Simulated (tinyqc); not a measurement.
Comparisons within one model: armchair graphene nanoribbon in tight binding. A value that a table varies takes the place of the one given here.

An armchair ribbon of N dimer lines, width (N - 1) sqrt3 acc/2, period 3 acc, one pz orbital a site. In line n, A_n binds to B_n with -t exp(ik/3), times (1 + d) in the two edge lines, and to B_(n-1) and B_(n+1) with -t exp(-ik/6); k runs from -pi to pi. For d = 0 the modes across the ribbon are sin(n p pi/(N + 1)), p = 1 to N, with E = -/+ t sqrt(1 + 4 c^2 + 4 c cos(k/2)), c = cos(p pi/(N + 1)).

Constants: hbar^2/2m0 = 3.80998211 eV angstrom^2.

Inputs chosen for the exercise (near those used for graphene; shifted at random, so the results belong to these values and not to a real crystal):
- t = 2.9 eV (hopping)
- acc = 1.42 angstrom (bond length)
- N0 = 19 (first width)
- d1 = 0.12 (edge correction)
- N = 5 (dimer lines)
- d = 0 (relative strengthening of the edge bonds)
- k = 1.37 (k times the period 3 acc)

## Three families of gaps

Nine widths from N0 on, gaps at k = 0 with d = 0 and d = d1.

Gaps:
```
N   family  width (angstrom)  gap, d = 0 (eV)  gap, d1 (eV)  gap x (N + 1) sqrt3 acc/2 (eV angstrom)
19    3p+1             22.14           0.5337        0.6391                                    15.72
20    3p+2             23.37           0.0000        0.0943                                     2.44
21      3p             24.60           0.4714        0.3868                                    10.47
22    3p+1             25.82           0.4632        0.5541                                    15.67
23    3p+2             27.05           0.0000        0.0825                                     2.43
24      3p             28.28           0.4156        0.3406                                    10.47
25    3p+1             29.51           0.4092        0.4890                                    15.64
26    3p+2             30.74           0.0000        0.0732                                     2.43
27      3p             31.97           0.3716        0.3043                                    10.48
```

What can be read from the table?

Without edge correction the 3p+2 ribbons have no gap and the other two families nearly share one curve. With it the mean of the last column is 15.67 for 3p+1, 10.47 for 3p and 2.43 eV angstrom for 3p+2: the stronger edge bonds raise the gap of 3p+1, lower that of 3p and open one in 3p+2. Within a family the gap falls about as 1/width. One-electron gaps of this kind leave out the self-energy and exciton terms, which are large in narrow ribbons.

## Mass and gap go together

Nine widths from N0 on. Lowest conduction band for d = d1: m/m0 = c q^2/(E(q) - E(0)) with q = h/(3 acc), h = 0.001, c = hbar^2/2m0. Dirac rule: m = Eg/(2 v^2), that is m/m0 = c Eg/(hbar v)^2 with hbar v = 3 t acc/2.

Masses:
```
N   gap (eV)  mass (m0)  Dirac rule (m0)
19    0.6391     0.0691           0.0638
20    0.0943     0.0093           0.0094
21    0.3868     0.0353           0.0386
22    0.5541     0.0593           0.0553
23    0.0825     0.0081           0.0082
24    0.3406     0.0314           0.0340
25    0.4890     0.0519           0.0488
26    0.0732     0.0072           0.0073
27    0.3043     0.0283           0.0304
```

How do the results move?

The ratio of mass to the Dirac rule runs from 0.91 (N = 21) to 1.08 (N = 19). Its mean is 0.92 for N = 3p, 1.07 for 3p+1 and 0.99 for 3p+2: the lowest modes of 3p and 3p+1 lie on opposite sides of the Dirac point, where the velocity along the ribbon differs. The largest gap (N = 19) and the heaviest mass (N = 19) belong to one ribbon.

## What each parameter does

Gap at k = 0, lowest positive level at k, and highest level at k = 0. Each row changes one parameter from the base and keeps the others.

Results:
```
case          gap (eV)  lowest level at k (eV)  top of the band (eV)
base            0.0000                  1.9479                7.9229
t = 3.045 eV    0.0000                  2.0453                8.3191
N = 6           1.4325                  2.0685                8.1256
d = 0.05        0.1432                  1.9723                7.9476
k = 1.096       0.0000                  1.5694                7.9229
```

What does this show?

The largest shifts from the base row, up to three for each result and ties (the steps differ in size, so this ranks the rows, not the parameters). gap (eV): N +1.4325, d +0.1432; unchanged at the printed digits by t and k. lowest level at k (eV): k -0.3785, N +0.1206, t +0.0974. top of the band (eV): t +0.3961, N +0.2027, d +0.0247; unchanged at the printed digits by k.

Run: tinyqc, `OMP_NUM_THREADS=1 python tinyqc.py 1482238 1482239 out.jsonl`; Intel(R) Xeon(R) Processor @ 2.30GHz, one thread, shared host; about 0.03 s of CPU time with all checks.
